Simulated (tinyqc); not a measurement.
# Worked calculation: read current of a NAND string, cells in series solved by shooting

Computed by the program tinyqc: `OMP_NUM_THREADS=1 python tinyqc.py 2142103 2142104 out.jsonl`, one thread of a shared Intel Xeon 2.30GHz, about 0.6 s for the whole run. Printed values are rounded.

Cells in series, numbered from 0 at the source line (0 V) to the bit line, each followed by a gap resistance Rg. A cell with gate Vg, threshold VT, source Vs and drain Vd passes I = 2 nf K Vt^2 [F(Vs) - F(Vd)]/(1 + th max(Vg - VT, 0)), F(V) = ln^2(1 + exp((Vg - VT - nf V)/(2 nf Vt))). The selected cell has Vg = Vr, the others Vg = Vp.

Values chosen for this exercise; values of the order met in vertical NAND strings: temperature T = 300 K; gain factor of a cell K = 14 uA/V^2; slope factor nf = 2.2; mobility reduction factor th = 0.06 1/V; resistance of the gap between cells Rg = 3.7 kohm; bit-line voltage Vbl = 0.4 V; pass voltage Vp = 6.8 V; read voltage on the selected word line Vr = 2.95 V.

Constants: q = 1.602176634e-19 C, kB = 1.380649e-23 J/K, Vt = kB T/q. Results are converted to the units shown.

## Step 1: node voltages for a trial current

first trial current = 1.8 uA
thresholds from the source end, cell 0 to 3 (V): [-2.4, -2.4, -2.4, 1.3]

For a trial current I start at 0 V and, cell by cell (the selected one is cell 3), solve for the drain: sqrt(F(Vd)) = sqrt(F(Vs) - I/k), k = 2 nf K Vt^2/(1 + th max(Vg - VT, 0)), Vd = [Vg - VT - 2 nf Vt ln(exp(sqrt F) - 1)]/nf, then add I Rg.

node voltage after each cell and gap, trial 1, cell 0 to 3 (V): [0.0284060, 0.0569615, 0.0856694, 0.197304]

## Step 2: node voltages for a trial current

second trial current = 3 uA

As before.

node voltage after each cell and gap, trial 2, cell 0 to 3 (V): [0.0474067, 0.0952334, 0.143494, 0.369005]

## Course of the secant iteration

Secant steps on the end voltage less Vbl, from the two trials; a trial above the saturation current of a cell has no solution and is moved halfway to the previous trial. Stop below 1e-9 V.

Course of the iteration:

| iteration | I (uA) | end voltage - Vbl (V) | halvings |
|---|---|---|---|
| 1 | 3.21662 | 7.45e-3 | 0 |
| 2 | 3.17463 | -2.86e-4 | 0 |
| 3 | 3.17619 | -2.66e-6 | 0 |
| 4 | 3.17620 | 9.50e-10 | 0 |

Converged in 4 iterations to I = 3.1762 uA. The selected cell takes 59.1 % of the bit-line voltage and the gaps together 11.8 %.
